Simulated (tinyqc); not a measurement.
## Counting rate against photon rate

True rate n = nph PDP (dark counts neglected); measured n/(1 + n td) for a non-paralysable detector, n exp(-n td) for a paralysable one.

Inputs (values chosen for the exercise): dead time td = 5 ns.

PDP = 0.592

Result of one run:
```
nph (1/s)      n td  non-paralysable (1/s)  paralysable (1/s)
7.8e6      0.023088               4.5134e6           4.5122e6
```

What becomes of these results when the photon rate nph is changed from 7.8e6 to 3.4e6 1/s, all else the same?

Result of the changed run:
```
nph (1/s)      n td  non-paralysable (1/s)  paralysable (1/s)
3.4e6      0.010064               1.9927e6           1.9926e6
```

The whole series:
```
nph (1/s)      n td  non-paralysable (1/s)  paralysable (1/s)
3.4e6      0.010064               1.9927e6           1.9926e6
7.8e6      0.023088               4.5134e6           4.5122e6
1.8e7      0.053280               1.0117e7           1.0103e7
4.1e7       0.12136               2.1645e7           2.1498e7
9.6e7       0.28416               4.4256e7           4.2774e7
2.2e8       0.65120               7.8876e7           6.7910e7
5.1e8        1.5096               1.2031e8           6.6724e7
1.2e9        3.5520               1.5606e8           2.0365e7
2.7e9        7.9920               1.7776e8           5.4051e5
```

The non-paralysable rate climbs towards 1/td = 2.00e8 1/s and reaches 0.889 of it. The paralysable rate goes from 1.99e6 through a maximum of 6.79e7 (at nph = 2.2e8 1/s among the rows listed) to 5.41e5 1/s; its true maximum, 1/(e td) = 7.36e7 1/s, lies at n td = 1, so a measured rate below that has two possible causes.

Program tinyqc, `OMP_NUM_THREADS=1 python tinyqc.py 2630041 2630042 out.jsonl`; Intel Xeon 2.30GHz, shared host, one thread, about 0.01 s.
